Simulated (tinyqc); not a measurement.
Admittance spectroscopy of a deep trap: one step of the calculation.

Schottky contact on an n-type layer with shallow donors Nd (all ionised) and a donor-like deep trap, neutral when filled and positive when empty; depletion approximation. Traps within lam of the depletion edge stay filled. The traps at xt = W - lam, where the level crosses the Fermi level, follow a slow signal and not a fast one. w = 2 pi f.

Task. Widths and limiting capacitances. lam = sqrt(2 eps0 eps_r (EF - ET)/(q Nd)), EF - ET = Et - (kB T/q) ln(Nc(T)/Nd), Nc(T) = Nc (T/300 K)^1.5. In the steady state at the band bending V, 2 eps0 eps_r V/q = Nd W^2 + Nt (W - lam)^2 (the second term only if W > lam). V = Vbi + Vr. C_HF = eps0 eps_r/W, C_LF = eps0 eps_r (Nd + Nt)/(Nd W + Nt xt).

Inputs (values chosen for the exercise); material values close to those of silicon: relative permittivity eps_r = 11.9; conduction-band density of states at 300 K Nc = 2.77e19 cm^-3; shallow donor density Nd = 6.8e15 cm^-3; built-in voltage Vbi = 0.61 V; depth of the trap below the conduction edge Et = 0.1 eV; trap density Nt = 6.8e14 cm^-3; reverse bias Vr = 0 V; temperature T = 91 K.

Constants: q = 1.602176634e-19 C, kB = 1.380649e-23 J/K, eps0 = 8.8541878128e-14 F/cm where lengths are in cm. Results are converted to the units shown.

Find: lam; W; xt; C_HF; C_LF.

Result.

lam = 97.20 nm
W = 335.2 nm
xt = 237.9 nm
C_HF = 31.44 nF/cm^2
C_LF = 32.29 nF/cm^2

The step is 2.71 % of C_HF.

Program tinyqc, `OMP_NUM_THREADS=1 python tinyqc.py 2050012 2050013 out.jsonl`; Intel Xeon 2.30GHz, shared host, one thread, about 0.01 s.
